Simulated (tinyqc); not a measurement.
Gas flow in a process chamber: flow regimes, conductance, effective pumping speed, pump-down, outgassing and purge: one step, computed by the program tinyqc. Command: `OMP_NUM_THREADS=1 python tinyqc.py 3121546 3121547 out.jsonl pump walk`. One thread of a shared host (Intel(R) Xeon(R) Processor @ 2.30GHz), about 0.09 s of CPU time with the checks.

Ideal gas, isothermal flow, a pump of constant speed at the end of a round pipe; process gas, volume gas and outgassing are given the same properties. 1 sccm = 101325 Pa x 1e-6 m^3/60 s x T/273.15 K.

Question. Molecular flow. Mean speed c = sqrt(8 k_B T/(pi m)); aperture conductance C_a = c pi d^2/16; molecular pipe C_m = C_a/(1 + 3 l/(4 d)) (Dushman form); viscous pipe C_v = pi d^4 p_mean/(128 eta l); Knudsen interpolation C = C_v + C_m (1 + x)/(1 + 1.24 x), x = d p_mean sqrt(m/(k_B T))/eta. Effective speed 1/S_eff = 1/S + 1/C_m; time constant V/S_eff; pressure at which the free path k_B T/(sqrt2 pi d_m^2 p) equals d.

Inputs (values chosen for the exercise, modelled on oxygen near room temperature):

| quantity | value | unit |
|---|---|---|
| molar mass M | 32 | g/mol |
| molecular diameter | 0.36 | nm |
| temperature T | 300 | K |
| chamber volume V | 35 | L |
| pipe diameter d | 25 | cm |
| pipe length l | 96 | cm |
| pump speed S | 960 | L/s |

Constants: k_B = 1.380649e-23 J/K; u = 1.6605390666e-27 kg.

Give: mean speed c; C_a; C_m; S_eff in molecular flow; time constant; pressure where the free path equals d.

Answer.

mean speed c = 445.5 m/s

C_a = 5467 L/s

C_m = 1409 L/s

S_eff in molecular flow = 571.0 L/s

time constant = 0.06130 s

pressure where the free path equals d = 0.02877 Pa

The pipe passes on 59 % of the pump speed.
